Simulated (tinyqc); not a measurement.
Worked calculation: effective-mass impurity with a central-cell term, in a basis of Slater functions. Computed by tinyqc, a small Python program that keeps every step. Command: `OMP_NUM_THREADS=1 python tinyqc.py 3017006 3017007 out.jsonl centralcell walk`. One thread of a shared host (Intel(R) Xeon(R) Processor @ 2.30GHz), about 0.01 s of CPU time with the checks. Intermediate numbers are printed to about 5 digits and carried at full precision; extremes and crossings named in words are read from the listed rows.

The envelope obeys H = -nabla^2 - (2/r) [Z + A exp(-kappa r)] in effective units, with kappa = a*/lambda; positive A deepens the well near the core.

Inputs (values chosen for the exercise, with screening close to that of CdS):
```
quantity,value,unit
effective mass m,0.468,m_0
dielectric constant eps,8.44,-
charge Z of the core,1,-
central-cell strength A,0.9,-
central-cell range lambda,2.3,angstrom
basis size n,4,-
smallest exponent zeta_1,0.5,1/a*
ratio beta of exponents,2.9,-
```

Impurity: acceptor, one isotropic band.

Constants: Ry = 13.605693123 eV; a_0 = 0.529177210903 angstrom.

## Effective units

Units: Ry* = Ry m/eps^2 and a* = a_0 eps/m, with m in m_0. kappa = a*/lambda; the hydrogenic ground state is bound by Z^2 Ry*.

Ry* = 89.388 meV

a* = 9.5433 angstrom

kappa = 4.1493 1/a*

hydrogenic binding energy = 89.388 meV

## Matrices over the s basis

zeta_i = zeta_1 beta^(i-1), i = 1..n. For s functions exp(-zeta r), with s = zeta_i + zeta_j: S = 2/s^3, T = zeta_i zeta_j S, V = -2 Z/s^2, W = -2 A/(s + kappa)^2; each function is normalised by dividing by sqrt(S_ii S_jj).

exponents (1/a*): [0.5, 1.45, 4.205, 12.1945]

overlap S:
```
,1,2,3,4
1,1.0000,0.6660,0.2342,0.0589
2,0.6660,1.0000,0.6660,0.2342
3,0.2342,0.6660,1.0000,0.6660
4,0.0589,0.2342,0.6660,1.0000
```

kinetic T (Ry*):
```
,1,2,3,4
1,0.25,0.48287,0.49232,0.35899
2,0.48287,2.1025,4.0609,4.1404
3,0.49232,4.0609,17.682,34.153
4,0.35899,4.1404,34.153,148.71
```

Coulomb V (Ry*):
```
,1,2,3,4
1,-1,-1.2988,-1.1017,-0.74741
2,-1.2988,-2.9,-3.7664,-3.1950
3,-1.1017,-3.7664,-8.41,-10.923
4,-0.74741,-3.1950,-10.923,-24.389
```

central cell W (Ry*):
```
,1,2,3,4
1,-0.033943,-0.11948,-0.27998,-0.38208
2,-0.11948,-0.44172,-1.1277,-1.6908
3,-0.27998,-1.1277,-3.3939,-6.2612
4,-0.38208,-1.6908,-6.2612,-16.031
```

## Generalised eigenproblem

(T + V + W) c = E S c with c^T S c = 1 and the largest component positive.

two lowest levels (Ry*): [-1.2615, -0.1711]

coefficients of the lowest state: [0.18369, 0.86453, 0.00448, 0.00399]

<T> = 1.7985 Ry*

<W> = -0.39121 Ry*

## Converged levels

Large basis: zeta_i = 0.06 x 1.6^(i-1), i = 1..22, same formulas; for p functions r exp(-zeta r): S = 24/s^5, T = zeta_i zeta_j S (centrifugal term included), V = -12 Z/s^4, W = -12 A/(s + kappa)^4; overlap eigenvalues below 1e-11 are dropped. Binding energies are -E Ry*; the effective quantum number is nu = Z/sqrt(-E); |psi(0)|^2 is given relative to the hydrogenic Z^3/(pi a*^3).

1s binding energy = 113.50 meV

2s binding energy = 24.879 meV

2p binding energy = 22.406 meV

effective quantum number of 1s = 0.88744

relative |psi(0)|^2 = 2.8968

The central cell moves 1s by +24.114 meV, 2s by +2.532 meV and 2p by +0.0592 meV: p states vanish at the core, so the 2p level gives the hydrogenic scale and 1s the chemical shift. The small basis lies 0.74 meV above the converged 1s level.

## Chemical shift by three methods

First order: shift = 8 A Z^3/(2 Z + kappa)^2 Ry*. One exponent: minimise zeta^2 - 2 Z zeta - 8 A zeta^3/(2 zeta + kappa)^2 by golden section on 0.2 to 6 Z. All shifts are the binding beyond Z^2 Ry*.

Shift of the 1s binding energy (meV):
```
A,first order,one exponent,large basis
-0.900,-17.020,-13.483,-12.839
-0.450,-8.510,-7.522,-7.335
0.090,1.702,1.748,1.757
0.225,4.255,4.554,4.612
0.450,8.510,9.793,10.041
0.900,17.020,22.996,24.114
1.120,21.181,31.207,33.021
```

The three columns are ordered, first order <= one exponent <= large basis, since each is a variational bound with more freedom. At the largest attractive A first order gives 64 % and one exponent 95 % of the shift; at the most repulsive A the true shift is -12.839 meV against -17.020. Attraction pulls the envelope in and feeds itself, repulsion pushes it out and saturates.

## Convergence with the basis

The error is the lowest level above the large-basis value.

Error of the 1s level:
```
n,error (meV),largest exponent (1/a*)
1,43.427,5.0000e-01
2,0.965,1.4500e+00
3,0.828,4.2050e+00
4,0.740,1.2194e+01
5,0.720,3.5364e+01
6,0.715,1.0256e+02
7,0.713,2.9741e+02
8,0.713,8.6249e+02
```

The error falls from 43.4 to 0.713 meV. The last function changes it by less than 5 %: it has levelled off, and what remains is set by beta and zeta_1, not by the range of exponents.

Checks made by the program: the large basis at A = 0 against Z^2, Z^2/4 and Z^2/4 (relative difference 5e-06).
